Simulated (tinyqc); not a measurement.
## Free and trapped electrons in a MOS channel with a dense trap tail: effect of the temperature

p-type body, charge-sheet picture, full ionisation (an idealisation for deep acceptors), Boltzmann statistics for free electrons. e = Ec - EF at the surface. Acceptor-like traps of density D(E) = D0 + De exp(-E/Ew) at depth E below Ec, from 0 to Eu, hold n_t = integral of D(E)/(1 + exp((e - E)/Vt)). psi = Eg - Vt ln(Nv/Na) - e; N_dep = sqrt(2 eps0 eps_r Na (psi - Vt)/q); n_f = sqrt(N_dep^2 + 2 eps0 eps_r Vt Nc exp(-e/Vt)/q) - N_dep; Vg = Vfb + psi + q (N_dep + n_t + n_f)/Cox, Cox = eps0 eox/tox.

Nc and Nv are given at 300 K and scale as (T/300 K)^1.5; Eg, Vfb and mf are held fixed. VT is the Vg for n_f = 1e11 cm^-2; swing ln 10 n_f/(dn_f/dVg) at n_f = 1e8 cm^-2; the last three columns are for Vg = VT + 5.3 V, with free share n_f/(n_f + n_t) and field-effect mobility mf q (dn_f/dVg)/Cox; there EF is near the band edge, where Boltzmann statistics are rough.

Inputs (values chosen for the exercise); band and dielectric values close to those of 4H silicon carbide: band gap Eg = 3.27 eV; relative permittivity eps_r = 9.74; conduction-band density of states at the reference temperature Nc = 1.69e19 cm^-3; valence-band density of states at the reference temperature Nv = 2.55e19 cm^-3; relative permittivity of the insulator eox = 3.9; insulator thickness tox = 66 nm; acceptor density Na = 2.1e16 cm^-3; flat-band voltage without trapped charge Vfb = -2.58 V; constant background density of acceptor-like traps D0 = 1.2e10 cm^-2 eV^-1; density of the tail at the conduction edge De = 1.1e13 cm^-2 eV^-1; decay energy of the tail Ew = 0.11 eV; depth below Ec down to which the traps reach Eu = 0.62 eV; mobility of free electrons mf = 220 cm^2/(V s).

Constants: q = 1.602176634e-19 C, kB = 1.380649e-23 J/K, Vt = kB T/q, eps0 = 8.8541878128e-14 F/cm where lengths are in cm. Results are converted to the units shown.

Effect of the temperature:

| T (K) | e at VT (eV) | VT (V) | q n_t/Cox at VT (V) | swing (mV/decade) | n_f (cm^-2) | free share (%) | field-effect mobility (cm^2/(V s)) |
|---|---|---|---|---|---|---|---|
| 200 | 0.03901 | 6.056 | 2.647 | 386.4 | 1.505e12 | 56.39 | 209.7 |
| 250 | 0.06099 | 5.551 | 2.224 | 334.7 | 1.413e12 | 55.95 | 201.9 |
| 300 | 0.08523 | 5.077 | 1.838 | 285.3 | 1.350e12 | 56.40 | 194.0 |
| 350 | 0.1114 | 4.645 | 1.499 | 246.1 | 1.313e12 | 57.65 | 187.3 |
| 400 | 0.1392 | 4.260 | 1.210 | 219.3 | 1.295e12 | 59.53 | 182.4 |
| 450 | 0.1685 | 3.918 | 0.9688 | 203.6 | 1.293e12 | 61.83 | 179.2 |
| 500 | 0.1991 | 3.616 | 0.7702 | 196.8 | 1.300e12 | 64.38 | 177.3 |
| 550 | 0.2310 | 3.347 | 0.6088 | 195.5 | 1.314e12 | 67.06 | 176.6 |

As T goes from 200 to 550, VT falls from 6.06 to 3.35 V, its part due to traps falls from 2.65 to 0.609 V, the swing falls from 386 to 196 mV/decade and the field-effect mobility falls from 210 to 177 cm^2/(V s). On heating the same n_f is reached with EF deeper in the gap, where fewer tail states are filled.

Computed by the program tinyqc: `OMP_NUM_THREADS=1 python tinyqc.py 2222167 2222168 out.jsonl`, one thread of a shared Intel Xeon 2.30GHz, about 0.02 s for the whole run.
